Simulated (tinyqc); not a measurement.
Input admittance of a MOSFET at zero drain bias: distributed channel and distributed gate: one step of the calculation.

Source and drain grounded, strong inversion, w = 2 pi f, Cox = eps0 eox/tox. The channel is an RC line of resistance 1/(mu Cox Vo) per square fed from both ends, so one finger has the intrinsic admittance y = i w Cox L tanh(g)/g per width, g = (1/2) sqrt(i w tau), tau = L^2/(mu Vo). The vertical resistance rv/L is in series with y, the overlaps 2 i w Cov in parallel: y_t = 1/(1/y + rv/L) + 2 i w Cov. The gate strip is a line of Rsh/L per length loaded by y_t, so a finger has Y = y_t Wf tanh(k)/k, k = (Wf/sd) sqrt(y_t Rsh/L); the device has Nf Y.

Question. Admittance of the channel and stack per width. tau, g, c = Cox L, y and y_t as defined.

Values chosen for this exercise; values of the order met in silicon radio-frequency transistors: relative permittivity of the gate insulator (close to silicon nitride) eox = 7.43; insulator thickness tox = 3.4 nm; channel length L = 1.1 um; channel mobility mu = 280 cm^2/(V s); gate overdrive Vo = 0.41 V; vertical resistivity of the gate stack rv = 0 ohm um^2; overlap and fringe capacitance on each side Cov = 0.23 fF/um; frequency f = 1.7 GHz.

Constants: eps0 = 8.8541878128e-14 F/cm where lengths are in cm. Results are converted to the units shown.

Wanted: tau; g; c; y; y_t.

Answer.

tau = 105.4 ps
g = 0.3751+0.3751i
c = 21.28 fF/um
y = 21.1+225.0i uS/um
y_t = 21.1+229.9i uS/um

w tau = 1.13, and Im y is 0.990 of w c.

tinyqc, about 0.01 s, one thread, Intel Xeon 2.30GHz (shared host): `OMP_NUM_THREADS=1 python tinyqc.py 2262213 2262214 out.jsonl`
